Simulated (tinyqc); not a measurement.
Worked calculation: plane-wave Kohn-Sham cycle with exchange-only LDA in a layered model solid. Computed by tinyqc, a small Python program that keeps every step. Settings: points = 16, plane-wave index or count = 2, electrons = 4, k points = 4, area = 29.0, mixing = 0.5, iteration cap = 80, Pulay depth = 5. Command: `OMP_NUM_THREADS=1 python tinyqc.py 28242 28243 out.jsonl` (the two numbers bound the seeds that draw the settings). One thread of a shared host (Intel(R) Xeon(R) Processor @ 2.60GHz), about 0.01 s of CPU time with the checks. Later iterations appear only in the table of the cycle.

## Iteration 1: potential

A solid whose potential varies along x alone (atomic units):

| parameter | value |
|---|---|
| period a | 11.700000 |
| cross-section of the cell | 29.000000 |
| electrons per cell | 4 |
| grid points | 16 |
| plane waves -n..n, n | 2 |
| k points | 4 |
| V1 in V1 cos(2 pi x/a) | -0.400000 |
| V2 in V2 cos(4 pi x/a) | 0.090000 |

density at the start, on the grid x_j = j a/N (e/bohr^3): 0.01178898  0.01178898  0.01178898  0.01178898  0.01178898  0.01178898  0.01178898  0.01178898  0.01178898  0.01178898  0.01178898  0.01178898  0.01178898  0.01178898  0.01178898  0.01178898

V_H(G) = 4 pi rho(G)/G^2 for G != 0 (uniform background); v_x = -(3 rho/pi)^(1/3); V = V_ext + V_H + v_x; Fourier components f(G_m) = (1/N) sum_j f(x_j) exp(-i G_m x_j).

Potentials on the grid (hartree):

| x | V_ext | V_H | v_x | V |
|---|---|---|---|---|
| 0.000000 | -0.310000 | 0.000000 | -0.224121 | -0.534121 |
| 0.731250 | -0.305912 | 0.000000 | -0.224121 | -0.530033 |
| 1.462500 | -0.282843 | 0.000000 | -0.224121 | -0.506964 |
| 2.193750 | -0.216713 | 0.000000 | -0.224121 | -0.440834 |
| 2.925000 | -0.090000 | 0.000000 | -0.224121 | -0.314121 |
| 3.656250 | 0.089434 | 0.000000 | -0.224121 | -0.134687 |
| 4.387500 | 0.282843 | 0.000000 | -0.224121 | 0.058722 |
| 5.118750 | 0.433191 | 0.000000 | -0.224121 | 0.209070 |
| 5.850000 | 0.490000 | 0.000000 | -0.224121 | 0.265879 |
| 6.581250 | 0.433191 | 0.000000 | -0.224121 | 0.209070 |
| 7.312500 | 0.282843 | 0.000000 | -0.224121 | 0.058722 |
| 8.043750 | 0.089434 | 0.000000 | -0.224121 | -0.134687 |
| 8.775000 | -0.090000 | 0.000000 | -0.224121 | -0.314121 |
| 9.506250 | -0.216713 | 0.000000 | -0.224121 | -0.440834 |
| 10.237500 | -0.282843 | 0.000000 | -0.224121 | -0.506964 |
| 10.968750 | -0.305912 | 0.000000 | -0.224121 | -0.530033 |

V(G_m), m = 0, 1, 2, ... (hartree): -0.224121  -0.200000  0.045000  0.000000  0.000000

## Iteration 1: Hamiltonian at one k

k = 0.125000 2 pi / a

H(m,m') = (k + G_m)^2/2 delta + V(G_m - G_m'), with V(-G) = V(G).

H (hartree), lower triangle:
```
           -2         -1         +0         +1        +2
-2   0.282824
-1  -0.200000  -0.113720
+0   0.045000  -0.200000  -0.221868
+1   0.000000   0.045000  -0.200000  -0.041621
+2   0.000000   0.000000   0.045000  -0.200000  0.427021
```

## Iteration 1: levels at that k

Diagonalise the Hermitian matrix.

eigenvalues (hartree): -0.433614  -0.198181  0.048748  0.389048  0.526635

## Iteration 1: new density

Motion across x is left out: the lowest 2 band(s) hold two electrons at each of the k points (j + 1/2)/nk - 1/2. Residual R = rho(out) - rho(in); rho(new) = rho(in) + 0.5 R. rho(out) = 2/(a A nk) sum |psi|^2 with psi = sum c exp(i G x). Harris energy E = band energy - dV sum rho (V_H/2 + v_x) + (3/4) dV sum rho v_x with rho(in), dV = a A/N, band energy = (2/nk) sum of the filled levels.

rho(out) (e/bohr^3): 0.01852363  0.02049995  0.02292944  0.02042316  0.01312699  0.00583055  0.00175657  0.00040226  0.00016219  0.00040226  0.00175657  0.00583055  0.01312699  0.02042316  0.02292944  0.02049995

density after iteration 1 (e/bohr^3): 0.01515630  0.01614446  0.01735921  0.01610607  0.01245798  0.00880976  0.00677277  0.00609562  0.00597558  0.00609562  0.00677277  0.00880976  0.01245798  0.01610607  0.01735921  0.01614446

energy per cell = -1.04083150 hartree

## Iteration 2: potential

As before.

Potentials on the grid (hartree):

| x | V_ext | V_H | v_x | V |
|---|---|---|---|---|
| 0.000000 | -0.310000 | 0.245030 | -0.243700 | -0.308670 |
| 0.731250 | -0.305912 | 0.233102 | -0.248885 | -0.321695 |
| 1.462500 | -0.282843 | 0.191749 | -0.254977 | -0.346070 |
| 2.193750 | -0.216713 | 0.114446 | -0.248687 | -0.350954 |
| 2.925000 | -0.090000 | 0.009551 | -0.228283 | -0.308732 |
| 3.656250 | 0.089434 | -0.099872 | -0.203382 | -0.213820 |
| 4.387500 | 0.282843 | -0.190241 | -0.186314 | -0.093712 |
| 5.118750 | 0.433191 | -0.247676 | -0.179886 | 0.005630 |
| 5.850000 | 0.490000 | -0.267149 | -0.178697 | 0.044154 |
| 6.581250 | 0.433191 | -0.247676 | -0.179886 | 0.005630 |
| 7.312500 | 0.282843 | -0.190241 | -0.186314 | -0.093712 |
| 8.043750 | 0.089434 | -0.099872 | -0.203382 | -0.213820 |
| 8.775000 | -0.090000 | 0.009551 | -0.228283 | -0.308732 |
| 9.506250 | -0.216713 | 0.114446 | -0.248687 | -0.350954 |
| 10.237500 | -0.282843 | 0.191749 | -0.254977 | -0.346070 |
| 10.968750 | -0.305912 | 0.233102 | -0.248885 | -0.321695 |

V(G_m), m = 0, 1, 2, ... (hartree): -0.220201  -0.088718  0.044042  0.000433  -0.000151

## Iteration 2: Hamiltonian at one k

k = 0.125000 2 pi / a

As before.

H (hartree), lower triangle:
```
           -2         -1         +0         +1        +2
-2   0.286743
-1  -0.088718  -0.109800
+0   0.044042  -0.088718  -0.217948
+1   0.000433   0.044042  -0.088718  -0.037701
+2  -0.000151   0.000433   0.044042  -0.088718  0.430941
```

## Iteration 2: levels at that k

As before.

eigenvalues (hartree): -0.282743  -0.140643  0.008887  0.313458  0.453275

## Iteration 2: new density

B (overlaps of the stored error matrices):
```
               1              2
1  1.2648174e-03  2.1703112e-04
2  2.1703112e-04  1.0753096e-04
```

Motion across x is left out: the lowest 2 band(s) hold two electrons at each of the k points (j + 1/2)/nk - 1/2. Residual R = rho(out) - rho(in); rho(new) = rho(in) + 0.5 R; Pulay mixing then takes sum c_i of the stored mixed densities, with c from B_ij = sum R_i R_j as in DIIS. rho(out) = 2/(a A nk) sum |psi|^2 with psi = sum c exp(i G x). Harris energy E = band energy - dV sum rho (V_H/2 + v_x) + (3/4) dV sum rho v_x with rho(in), dV = a A/N, band energy = (2/nk) sum of the filled levels.

rho(out) (e/bohr^3): 0.01347236  0.01529076  0.01857906  0.01930684  0.01587050  0.01019524  0.00521383  0.00236307  0.00151268  0.00236307  0.00521383  0.01019524  0.01587050  0.01930684  0.01857906  0.01529076

DIIS coefficients: -0.116702  1.116702

density after iteration 2 (e/bohr^3): 0.01421607  0.01566780  0.01804031  0.01789322  0.01436337  0.00958335  0.00590234  0.00401154  0.00348371  0.00401154  0.00590234  0.00958335  0.01436337  0.01789322  0.01804031  0.01566780

energy per cell = -0.76647243 hartree

## Convergence

Stop when sqrt(dV sum R^2) is below 1e-8, dV = a A/N.

Course of the cycle:

| iteration | E (hartree) | norm of the residual |
|---|---|---|
| 1 | -1.04083150 | 1.64e-01 |
| 2 | -0.76647243 | 4.78e-02 |
| 3 | -0.76037368 | 2.08e-02 |
| 4 | -0.76015314 | 7.12e-03 |
| 5 | -0.75998061 | 5.42e-03 |
| 6 | -0.75977718 | 1.24e-04 |
| 7 | -0.75977708 | 1.85e-05 |
| 8 | -0.75977708 | 1.59e-06 |
| 9 | -0.75977708 | 4.02e-07 |
| 10 | -0.75977708 | 2.94e-11 |

Converged in 10 iterations. Before convergence this energy mixes input and output and is not variational, so it may rise towards its limit.
